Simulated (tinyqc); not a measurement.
Inside a calculation. Method: Hueckel theory of the pi electrons with the omega technique, for the molecule Bc1cc(Cl)cs1 (SMILES; centres numbered as the heavy atoms are written). Computed by tinyqc, a small Python program that keeps every step. Settings: charge = 0, omega = 1.4, damping = 0.3. Command: `OMP_NUM_THREADS=1 python tinyqc.py 29238 29239 out.jsonl` (the two numbers bound the seeds that draw the settings). One thread of a shared host (Intel(R) Xeon(R) Processor @ 2.60GHz), about 0.01 s of CPU time with the checks.

## The Hueckel matrix

Centres:
```
centre,"z_r, pi electrons of the neutral centre",h
1B,0,-1.0000
2C,1,0.0000
3C,1,0.0000
4C,1,0.0000
5Cl,2,2.0000
6C,1,0.0000
7S,2,1.0000
```

Bonds:
```
i,j,k
1,2,0.7000
2,3,1
3,4,1
4,5,0.4000
4,6,1
6,7,0.6500
7,2,0.6500
```

H_rr = alpha + h_r beta, H_rs = k_rs beta for bonded centres.

Hueckel matrix in units of beta (H = alpha + beta A):
```
,1B,2C,3C,4C,5Cl,6C,7S
1B,-1.0000,0.7000,0.0000,0.0000,0.0000,0.0000,0.0000
2C,0.7000,0.0000,1.0000,0.0000,0.0000,0.0000,0.6500
3C,0.0000,1.0000,0.0000,1.0000,0.0000,0.0000,0.0000
4C,0.0000,0.0000,1.0000,0.0000,0.4000,1.0000,0.0000
5Cl,0.0000,0.0000,0.0000,0.4000,2.0000,0.0000,0.0000
6C,0.0000,0.0000,0.0000,1.0000,0.0000,0.0000,0.6500
7S,0.0000,0.6500,0.0000,0.0000,0.0000,0.6500,1.0000
```

## Orbitals, round 1

pi electrons, sum of z_r less the charge = 8

Diagonalise; E = alpha + x beta with beta < 0, so the largest x are filled first; degenerate levels share their electrons. P = sum n_i c_ri c_si; each orbital has its largest coefficient positive (the first on a tie).

x values: 2.1927  1.8569  0.9676  0.7047  -0.6141  -1.3365  -1.7713

occupations: 2.0000  2.0000  2.0000  2.0000  0.0000  0.0000  0.0000

coefficients:
```
,MO1,MO2,MO3,MO4,MO5,MO6,MO7
1B,0.0463,-0.0960,-0.0266,-0.2415,0.6126,0.5851,0.4605
2C,0.2112,-0.3916,-0.0747,-0.5881,0.3377,-0.2812,-0.5074
3C,0.2687,-0.3224,-0.5190,-0.2443,-0.4254,-0.1726,0.5329
4C,0.3780,-0.2069,-0.4275,0.4159,-0.0764,0.5120,-0.4366
5Cl,0.7844,0.5785,0.1657,-0.1284,0.0117,-0.0614,0.0463
6C,0.2463,-0.2933,0.0391,0.5888,0.4676,-0.4870,0.2219
7S,0.2493,-0.5196,0.7159,-0.0016,-0.3243,0.2137,0.0670
```

charge and bond-order matrix P:
```
,1B,2C,3C,4C,5Cl,6C,7S
1B,0.1408,0.3827,0.2324,-0.1034,0.0149,-0.2073,0.0855
2C,0.3827,1.0989,0.7310,-0.1035,0.0046,-0.3645,0.4072
3C,0.2324,0.7310,1.0105,0.5771,-0.0606,-0.0068,-0.2735
4C,-0.1034,-0.1035,0.5771,1.0829,0.1051,0.7639,-0.2099
5Cl,0.0149,0.0046,-0.0606,0.1051,1.9879,-0.0913,0.0276
6C,-0.2073,-0.3645,-0.0068,0.7639,-0.0913,0.9898,0.4818
7S,0.0855,0.4072,-0.2735,-0.2099,0.0276,0.4818,1.6894
```

## Omega technique, round 1

h_r = h_r(0) + omega q_r, omega = 1.4, with q_r = z_r - P_rr; 0.3 of the old diagonal is kept.

matrix after round 1:
```
,1B,2C,3C,4C,5Cl,6C,7S
1B,-1.1379,0.7000,0.0000,0.0000,0.0000,0.0000,0.0000
2C,0.7000,-0.0969,1.0000,0.0000,0.0000,0.0000,0.6500
3C,0.0000,1.0000,-0.0103,1.0000,0.0000,0.0000,0.0000
4C,0.0000,0.0000,1.0000,-0.0812,0.4000,1.0000,0.0000
5Cl,0.0000,0.0000,0.0000,0.4000,2.0119,0.0000,0.0000
6C,0.0000,0.0000,0.0000,1.0000,0.0000,0.0100,0.6500
7S,0.0000,0.6500,0.0000,0.0000,0.0000,0.6500,1.3044
```

## Orbitals, round 2

As before.

x values: 2.2109  1.9416  1.0865  0.6535  -0.6464  -1.4009  -1.8451

occupations: 2.0000  2.0000  2.0000  2.0000  0.0000  0.0000  0.0000

coefficients:
```
,MO1,MO2,MO3,MO4,MO5,MO6,MO7
1B,0.0488,-0.0738,-0.0521,-0.2261,0.5663,0.5942,-0.5144
2C,0.2333,-0.3246,-0.1655,-0.5786,0.3977,-0.2232,0.5197
3C,0.2687,-0.2237,-0.5684,-0.2585,-0.4231,-0.2320,-0.5050
4C,0.3634,-0.1120,-0.4579,0.4070,-0.1285,0.5458,0.4070
5Cl,0.7304,0.6378,0.1979,-0.1199,0.0193,-0.0640,-0.0422
6C,0.2722,-0.2580,-0.0454,0.6055,0.4880,-0.4628,-0.1960
7S,0.3625,-0.5944,0.6292,-0.0268,-0.2951,0.1648,-0.0668
```

charge and bond-order matrix P:
```
,1B,2C,3C,4C,5Cl,6C,7S
1B,0.1233,0.3495,0.2353,-0.0844,0.0107,-0.2044,0.0696
2C,0.3495,1.0439,0.7579,-0.0771,-0.0001,-0.3911,0.3777
3C,0.2353,0.7579,1.0242,0.5555,-0.0559,0.0003,-0.2407
4C,-0.0844,-0.0771,0.5555,1.0399,0.1092,0.7901,-0.2014
5Cl,0.0107,-0.0001,-0.0559,0.1092,1.9875,-0.0946,0.0269
6C,-0.2044,-0.3911,0.0003,0.7901,-0.0946,1.0186,0.4144
7S,0.0696,0.3777,-0.2407,-0.2014,0.0269,0.4144,1.7626
```

## Omega technique, round 2

As before.

matrix after round 2:
```
,1B,2C,3C,4C,5Cl,6C,7S
1B,-1.1622,0.7000,0.0000,0.0000,0.0000,0.0000,0.0000
2C,0.7000,-0.0721,1.0000,0.0000,0.0000,0.0000,0.6500
3C,0.0000,1.0000,-0.0268,1.0000,0.0000,0.0000,0.0000
4C,0.0000,0.0000,1.0000,-0.0635,0.4000,1.0000,0.0000
5Cl,0.0000,0.0000,0.0000,0.4000,2.0158,0.0000,0.0000
6C,0.0000,0.0000,0.0000,1.0000,0.0000,-0.0152,0.6500
7S,0.0000,0.6500,0.0000,0.0000,0.0000,0.6500,1.3240
```

## Convergence

Each round sets h_r = h_r(0) + omega (z_r - P_rr), keeping the share named as damping of the old diagonal; repeat until output and input diagonals agree to 1e-6.

Rounds:
```
round,sum n x,largest |h(out) - h(in)|
1,11.4439,4.35e-01
2,11.7849,3.60e-02
3,11.8268,2.10e-02
4,11.8338,1.17e-02
5,11.8353,6.65e-03
6,11.8355,3.75e-03
7,11.8356,2.11e-03
8,11.8356,1.18e-03
9,11.8356,6.65e-04
10,11.8356,3.74e-04
11,11.8356,2.10e-04
12,11.8356,1.18e-04
13,11.8356,6.64e-05
14,11.8356,3.73e-05
15,11.8356,2.10e-05
16,11.8356,1.18e-05
17,11.8356,6.62e-06
18,11.8356,3.72e-06
19,11.8356,2.09e-06
20,11.8356,1.17e-06
21,11.8356,6.60e-07
```

Converged in 21 rounds.

## Energy, charges, bond orders

final x values: 2.2173  1.9519  1.0950  0.6536  -0.6569  -1.4109  -1.8500

occupations: 2.0000  2.0000  2.0000  2.0000  0.0000  0.0000  0.0000

final P:
```
,1B,2C,3C,4C,5Cl,6C,7S
1B,0.1209,0.3484,0.2326,-0.0837,0.0106,-0.2007,0.0658
2C,0.3484,1.0566,0.7597,-0.0800,0.0004,-0.3921,0.3717
3C,0.2326,0.7597,1.0146,0.5547,-0.0558,0.0039,-0.2401
4C,-0.0837,-0.0800,0.5547,1.0493,0.1079,0.7908,-0.1986
5Cl,0.0106,0.0004,-0.0558,0.1079,1.9877,-0.0945,0.0264
6C,-0.2007,-0.3921,0.0039,0.7908,-0.0945,1.0041,0.4144
7S,0.0658,0.3717,-0.2401,-0.1986,0.0264,0.4144,1.7668
```

E = sum n x; q_r = z_r - P_rr; bond order p = P_rs; free valence = sqrt(3) - sum of p over the bonds of the atom.

pi energy = 8 alpha + this times beta = 11.8356

pi charges: 1B -0.1209, 2C -0.0566, 3C -0.0146, 4C -0.0493, 5Cl 0.0123, 6C -0.0041, 7S 0.2332

Bond orders and lengths from R = 1.517 - 0.180 p (angstrom, C-C alone):
```
bond,p,R
1-2,0.3484,-
2-3,0.7597,1.3802
3-4,0.5547,1.4171
4-5,0.1079,-
4-6,0.7908,1.3747
6-7,0.4144,-
7-2,0.3717,-
```

free valence of the carbons: 2C 0.2523, 3C 0.4176, 4C 0.2787, 6C 0.5269

gap between the highest filled and the next level = 1.3104 |beta|
